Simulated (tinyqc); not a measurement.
From results back to parameters: Shockley-Read-Hall recombination through one deep level. Five cases, with inputs chosen for the exercise.

Problem. Deep-level transient spectroscopy: the emission rate is en = gam sigma T^2 exp(-dE/kB T), dE = Ec - Et. Two rates were computed from hidden dE and sigma.

Constants: kB = 8.617333262e-05 eV/K.

Find: ln(en/T^2) at T1 and T2; dE; sigma.

Method. ln(en/T^2) against 1/T is a line of slope -dE/kB and intercept ln(gam sigma); plotting ln en alone would overstate dE by about 2 kB T.

Case 1.

Values chosen (out of a larger set: gap and densities of states near those of Si at this temperature; not measured data):
- gam = 4.3e+21 1/(cm^2 s K^2) (vth Nc/T^2, which does not depend on T)
- T1 = 127 K
- T2 = 147 K

en(T1) = 0.355220 1/s
en(T2) = 12.5166 1/s

Solution.

ln(en/T^2) at T1 and T2: -10.7234  -7.4538

dE = 0.263 eV
sigma = 1.4e-16 cm^2

Case 2.

Values chosen (out of a larger set: gap and densities of states near those of GaN at this temperature; not measured data):
- gam = 5.1e+20 1/(cm^2 s K^2) (vth Nc/T^2, which does not depend on T)
- T1 = 382 K
- T2 = 423 K

en(T1) = 5.72987 1/s
en(T2) = 72.1447 1/s

Solution.

ln(en/T^2) at T1 and T2: -10.1451  -7.8161

dE = 0.791 eV
sigma = 2.1e-15 cm^2

Case 3.

Values chosen (out of a larger set: gap and densities of states near those of Si at this temperature; not measured data):
- gam = 6.3e+21 1/(cm^2 s K^2) (vth Nc/T^2, which does not depend on T)
- T1 = 229 K
- T2 = 266 K

en(T1) = 1.54355 1/s
en(T2) = 58.4217 1/s

Solution.

ln(en/T^2) at T1 and T2: -10.4334  -7.0993

dE = 0.473 eV
sigma = 1.2e-16 cm^2

Case 4.

Values chosen (out of a larger set: gap and densities of states near those of Si at this temperature; not measured data):
- gam = 4.3e+21 1/(cm^2 s K^2) (vth Nc/T^2, which does not depend on T)
- T1 = 311 K
- T2 = 347 K

en(T1) = 10.2811 1/s
en(T2) = 154.241 1/s

Solution.

ln(en/T^2) at T1 and T2: -9.1493  -6.6601

dE = 0.643 eV
sigma = 6.5e-16 cm^2

Case 5.

Values chosen (out of a larger set: gap and densities of states near those of GaN at this temperature; not measured data):
- gam = 3e+20 1/(cm^2 s K^2) (vth Nc/T^2, which does not depend on T)
- T1 = 316 K
- T2 = 376 K

en(T1) = 3.34515 1/s
en(T2) = 217.421 1/s

Solution.

ln(en/T^2) at T1 and T2: -10.3040  -6.4773

dE = 0.653 eV
sigma = 2.9e-15 cm^2

Computed by tinyqc, one run a case: `OMP_NUM_THREADS=1 python tinyqc.py N N+1 out.jsonl` with N = 1650203, 1650258, 1650273, 1650279, 1650322; one thread of a shared Intel(R) Xeon(R) Processor @ 2.30GHz, about 0.01 s a run at most.
